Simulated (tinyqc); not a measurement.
Hopping conduction between localised states: one step, computed by the program tinyqc.

Energies are counted from the Fermi level. A small network shows the mechanism; the laws of an infinite system follow.

Question. Critical path. Critical exponent s_c: the smallest value such that bonds with s_ij <= s_c connect site 1 with site 6.

Inputs (values chosen for the exercise, for a model amorphous semiconductor): temperature T = 90 K.

Dimension: 2D.

s_ij:
```
          1         2         3         4         5         6
1   0.00000  10.81210   9.39131  12.37189  19.62642  20.27728
2  10.81210   0.00000   5.52909  10.27535  17.29986  19.57772
3   9.39131   5.52909   0.00000   6.13435  12.78223  15.06846
4  12.37189  10.27535   6.13435   0.00000   9.70093  10.67369
5  19.62642  17.29986  12.78223   9.70093   0.00000   9.72027
6  20.27728  19.57772  15.06846  10.67369   9.72027   0.00000
```

Give: critical exponent s_c.

Answer.

critical exponent s_c = 9.720
